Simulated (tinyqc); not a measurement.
Raising D: domain walls in a thin film with perpendicular anisotropy: Bloch, Neel and chiral walls, motion and stripe domains. Computed by tinyqc, a small Python program. Command: `OMP_NUM_THREADS=1 python tinyqc.py 3015766 3015767 out.jsonl mwall walk`. One thread of a shared host (Intel(R) Xeon(R) Processor @ 2.30GHz), about 0.01 s of CPU time with the checks.

One-dimensional wall: polar angle theta(x), azimuth phi of the moment in the wall (phi = 0 Neel, 90 degrees Bloch). mu_0 = 1.25663706212e-6 T m/A, gamma = 1.76085963023e11 rad/(s T).

Inputs (values chosen for the exercise, for a model film):
```
quantity                      value    unit
saturation magnetisation M_s   1090    kA/m
exchange stiffness A             13    pJ/m
uniaxial anisotropy K_u        1540  kJ/m^3
DMI constant D                  0.2  mJ/m^2
thickness t                     2.6      nm
```

Method. K_eff = K_u - mu_0 M_s^2/2; Delta = sqrt(A/K_eff); sigma_0 = 4 sqrt(A K_eff); profile theta = 2 arctan exp(x/Delta); quality factor Q = 2 K_u/(mu_0 M_s^2). sigma(phi) = sigma_0 + 2 Delta K_D cos^2(phi) - pi D cos(phi), with the wall shape anisotropy K_D = N_x mu_0 M_s^2/2, N_x = t ln 2/(pi Delta). The minimum has cos(phi) = D/D_N for D < D_N = 4 Delta K_D/pi and phi = 0 beyond; sigma turns negative at D_c = (sigma_0 + 2 Delta K_D)/pi.

D_N = 0.545245 mJ/m^2

D_c = 4.36197 mJ/m^2

width parameter Delta = 4.04762 nm

sigma_0 = 12.8471 mJ/m^2

Wall against D; the last column is the Kaplan-Gehring width, log10[0.955 t exp(pi sigma/(mu_0 M_s^2 t))/nm], with a dash where it falls below 10 Delta and the formula fails:
```
D (mJ/m^2)  phi (degrees)  sigma (mJ/m^2)  sigma/sigma_0  log10 domain width
0.11               78.361          12.812        0.99729              4.8982
0.27               60.318          12.637        0.98365              4.8366
0.44               36.198          12.289        0.95659              4.7144
0.87                0.000          10.970        0.85392              4.2508
1.70                0.000           8.363        0.65095              3.3343
2.60                0.000           5.535        0.43087              2.3405
3.50                0.000           2.708        0.21078                   -
3.90                0.000           1.451        0.11297                   -
```

What does the comparison show, and why?

D_N is 12 % of D_c, so a small D fixes the chirality long before it lowers the energy much. Beyond D_N sigma falls by pi per unit of D, and the domain width, which has sigma in an exponent, drops by 2.6 decades over the valid rows (values above 6 mean a single domain in any device). Caution: the formula for N_x assumes a film much thinner than the wall width.

Extremes, crossings and ranges named in words are read from the listed rows.
